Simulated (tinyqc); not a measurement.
# Changing the antiferromagnetic coupling J1

Model: two coupled magnetic layers: synthetic antiferromagnet, spin flop, exchange bias and magnetoresistance. Computed by tinyqc, a small Python program. Command: `OMP_NUM_THREADS=1 python tinyqc.py 3016869 3016870 out.jsonl saf sweep`. One thread of a shared host (Intel(R) Xeon(R) Processor @ 2.30GHz), about 0.3 s of CPU time with the checks.

Moments lie in the plane at the angles p1, p2 from the field. Energy per area: E = J1 cos(p1 - p2) + J2 cos^2(p1 - p2) - B M_s (t1 cos p1 + t2 cos p2) + K (t1 sin^2 p1 + t2 sin^2 p2).

Inputs (values chosen for the exercise, for a model stack):
```
quantity                         value    unit
saturation magnetisation M_s      1430    kA/m
thickness t1                         3      nm
thickness t2                       2.3      nm
biquadratic coupling J2              0  mJ/m^2
in-plane anisotropy K              5.9  kJ/m^3
field over the saturation field   0.79       -
```

Field direction: along the easy axis.

Method. The parallel state is stable while the Hessian at p1 = p2 = 0 is positive: with c = J1 + 2 J2 and u = B M_s + 2K, (u t1 - c)(u t2 - c) > c^2, so B_sat M_s = c (1/t1 + 1/t2) - 2K. B_K = 2K/M_s. With p1 = 0, p2 = 180 degrees and c2 = J1 - 2 J2 the Hessian is [[c2 + t1 (2K + b), -c2], [-c2, c2 + t2 (2K - b)]], b = B M_s; its determinant vanishes at the positive root of t1 t2 b^2 - c2 (t1 - t2) b - [2K c2 (t1 + t2) + 4 K^2 t1 t2] = 0.

One run for each value; columns: (1) antiferromagnetic coupling J1 (mJ/m^2); (2) saturation field B_sat (mT); (3) stability limit B_sf of the antiparallel state (mT):
```
(1)       (2)     (3)
0.085    37.4   24.32
0.140    66.9   31.67
0.240   120.7   43.22
0.410   212.0   60.34
0.700   367.7   86.37
1.200   636.3  127.41
2.000  1066.0  189.12
```

Describe and explain the trends.

Over the rows, saturation field B_sat (mT) rises from 37.4 to 1070 (exponent d ln y / d ln x 1.2 between the first rows and 1.0 between the last); stability limit B_sf of the antiparallel state (mT) rises from 24.3 to 189 (exponent d ln y / d ln x 0.53 between the first rows and 0.77 between the last). At the high end the exponent of saturation field B_sat is 1.01, close to 1: coupling rules over anisotropy. At the low end the exponent of stability limit B_sf of the antiparallel state is 0.53, close to 0.50: the geometric mean of coupling and anisotropy.  Left out: 0.0500 (coupling too weak against anisotropy or the biquadratic term).
